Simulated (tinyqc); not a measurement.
# Lossy on-chip transmission line with skin effect: what changes with what

A uniform line in a homogeneous dielectric: c = sqrt(er)/(c0 Z0), l = Z0 sqrt(er)/c0 (c0 = 299792458 m/s), g = w c td, w = 2 pi f. The resistance joins its limits as r = sqrt(r_dc^2 + r_hf^2), with r_dc = rho/(wd th), r_hf = kr rho/(2 delta (wd + th)), delta = sqrt(rho/(pi f mu0)), mu0 = 4 pi 1e-7 H/m; this is an interpolation, and internal inductance, up to 0.05 nH/mm at low frequency, is neglected.

Parameters, values chosen for the exercise: width of the strip wd = 4.7 um; thickness of the strip th = 1.4 um; resistivity rho = 2.2 uohm cm; relative permittivity er = 4.2; loss tangent td = 0.002; lossless impedance sqrt(l/c) Z0 = 75 ohm; factor for crowding and the return path kr = 2; length len = 3.2 mm; source resistance Rg = 50 ohm; load resistance RL = 100 ohm; load capacitance CL = 100 fF; frequency f = 23 GHz.

Each table varies one quantity; the others keep the values above.

## Line properties against frequency

gamma = sqrt((r + i w l)(g + i w c)) = alpha + i beta, Zc = sqrt((r + i w l)/(g + i w c)), roots with positive real part; loss 8.685889638 alpha in dB; phase velocity w/beta. ZL = 1/(1/RL + i w CL); reflection (ZL - Zc)/(ZL + Zc); Zin = Zc (ZL + Zc tanh(gamma len))/(Zc + ZL tanh(gamma len)); H = V_load/V_source = [Zin/(Zin + Rg)]/[cosh(gamma len) + (Zc/ZL) sinh(gamma len)].

Result of one run:
```
f (GHz)  r (ohm/mm)   r/(w l)  loss (dB/mm)  |Zc| (ohm)  phase velocity over c0  length in wavelengths  |H| (dB)
60           12.297  0.063623       0.73413      75.076                 0.48772                 1.3131   -12.067
```

What becomes of these results when the frequency f is changed from 60 to 0.03 GHz, all else the same?

Result of the changed run:
```
f (GHz)  r (ohm/mm)  r/(w l)  loss (dB/mm)  |Zc| (ohm)  phase velocity over c0  length in wavelengths  |H| (dB)
0.03         3.3539   34.705      0.046003      441.92                 0.11557              0.0027707   -4.1221
```

The whole series:
```
f (GHz)  r (ohm/mm)   r/(w l)  loss (dB/mm)  |Zc| (ohm)  phase velocity over c0  length in wavelengths  |H| (dB)
0.01         3.3470    103.90      0.026788      764.49                0.067442              0.0015827   -4.1209
0.03         3.3539    34.705      0.046003      441.92                 0.11557              0.0027707   -4.1221
0.09         3.3747    11.640      0.077686      256.35                 0.19395              0.0049533   -4.1257
0.3          3.4466    3.5663       0.13031      144.34                 0.31841               0.010057   -4.1371
0.8          3.6119    1.4015       0.17964      98.411                 0.41850               0.020405   -4.1580
2            3.9808   0.61787       0.22180      81.315                 0.46799               0.045617   -4.1774
7            5.2457   0.23263       0.30438      75.995                 0.48478                0.15413   -4.2159
20           7.6066   0.11806       0.44718      75.260                 0.48713                0.43824   -6.1643
60           12.297  0.063623       0.73413      75.076                 0.48772                 1.3131   -12.067
```

r equals w l at 1.16 GHz: below it |Zc| and the delay grow as in an RC line, above it |Zc| tends to Z0 = 75 ohm and the velocity to 1/sqrt(er) = 0.488 c0. The loss goes as f^(0.49) between the first two rows and f^(0.45) between the last two. |H| is -4.12 dB in the first row and -12.1 dB in the last; between rows it can pass through resonances that the table doesn't show.

## Effect of the length

Same model as above.

The same in every row: r (ohm/mm) = 8.0538; r/(w l) = 0.10870; loss (dB/mm) = 0.47427; |Zc| (ohm) = 75.220; phase velocity over c0 = 0.48726.

Effect of the length:
```
len (mm)  length in wavelengths  |H| (dB)
0.32                   0.050385   -4.1556
0.56                   0.088173   -4.1806
0.98                    0.15430   -4.7341
1.7                     0.26767   -6.0893
3                       0.47235   -6.1713
5.2                     0.81875   -7.7511
9.1                      1.4328   -9.2454
16                       2.5192   -12.290
```

Read the table: what changes, and by how much?

As len goes from 0.32 to 16, the loss stays at 0.474 dB/mm, |Zc| stays at 75.2 ohm and |H| goes from -4.16 to -12.3 dB, with its highest value among the rows, -4.16 dB, at len = 0.32.

tinyqc, about 0.01 s, one thread, Intel Xeon 2.30GHz (shared host): `OMP_NUM_THREADS=1 python tinyqc.py 2810193 2810194 out.jsonl`
